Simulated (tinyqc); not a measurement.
Diffused layer (Gaussian), carriers, mobility and sheet resistance with incomplete ionisation: one step of the calculation.

A p-type layer from the surface x = 0 to the junction xj, N(x) = N0 exp(-(x/Ld)^2). Local neutrality (no depletion at surface or junction, no spilling of carriers), intrinsic carriers neglected, Boltzmann statistics.

Question. Sheet quantities by the trapezoid rule. Dose = integral of N, carrier sheet density = integral of p, 1/Rs = q integral of p mu, mean mobility 1/(q Rs sheet density), Hall mobility (unit Hall factor) = integral of p mu^2 over integral of p mu, Hall sheet density = (integral of p mu)^2/integral of p mu^2; all from 0 to xj.

Constants: q = 1.602176634e-19 C. Results are converted to the units shown.

| point | x (nm) | N (cm^-3) | p (1e17 cm^-3) | mu (cm^2/(V s)) |
|---|---|---|---|---|
| 0 | 0.000000 | 2.9e18 | 2.2738263 | 35.837157 |
| 1 | 9.718474 | 2.6848093e18 | 2.1840446 | 37.066081 |
| 2 | 19.436949 | 2.1303934e18 | 1.9345939 | 40.952956 |
| 3 | 29.155423 | 1.4488956e18 | 1.5780149 | 48.087196 |
| 4 | 38.873898 | 8.4458868e17 | 1.1815837 | 59.342225 |
| 5 | 48.592372 | 4.2197268e17 | 0.8070181 | 75.441596 |
| 6 | 58.310847 | 1.8069841e17 | 0.4961623 | 95.937334 |
| 7 | 68.029321 | 6.6321635e16 | 0.2667773 | 118.06703 |
| 8 | 77.747796 | 2.0863493e16 | 0.1172188 | 137.31845 |
| 9 | 87.466270 | 5.6253524e15 | 0.0347353 | 150.32806 |
| 10 | 97.184745 | 1.3e15 | 0.0000000 | 156.89661 |

Find: dose; carrier sheet density; Rs; mean mobility; Hall mobility; Hall sheet density.

Answer.

dose = 8.9943e12 cm^-2
carrier sheet density = 9.4629e11 cm^-2
Rs = 1.2637e5 ohm/square
mean mobility = 52.195 cm^2/(V s)
Hall mobility = 61.762 cm^2/(V s)
Hall sheet density = 7.9970e11 cm^-2

Carriers make up 10.5 % of the dose. A Hall measurement weights the mobile tail, so its sheet density is 15 % below the true one.

Computed by the program tinyqc: `OMP_NUM_THREADS=1 python tinyqc.py 2110134 2110135 out.jsonl`, one thread of a shared Intel Xeon 2.30GHz, about 0.01 s for the whole run.
